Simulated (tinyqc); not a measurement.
## Trap density from the barrier height

Question. In a partly depleted grain with all boundary traps filled, 2 N W = Qt and VB = q N W^2/(2 eps0 eps_r). Find Qt, W and the doping at which VB would equal Vt.

Parameters, values chosen for the exercise: temperature T = 300 K; relative permittivity eps_r = 11.7.

Constants: q = 1.602176634e-19 C, kB = 1.380649e-23 J/K, Vt = kB T/q, eps0 = 8.8541878128e-14 F/cm where lengths are in cm. Results are converted to the units shown.

doping = 2.8e18 cm^-3
barrier height = 0.16577535 V

Answer. Eliminating W gives VB = q Qt^2/(8 eps0 eps_r N), which falls as 1/N.

Qt = 4.900e12 cm^-2
W = 8.750 nm
doping for VB = Vt = 1.795e19 cm^-3

Computed by the program tinyqc: `OMP_NUM_THREADS=1 python tinyqc.py 2830140 2830141 out.jsonl`, one thread of a shared Intel Xeon 2.30GHz, about 0.01 s for the whole run.
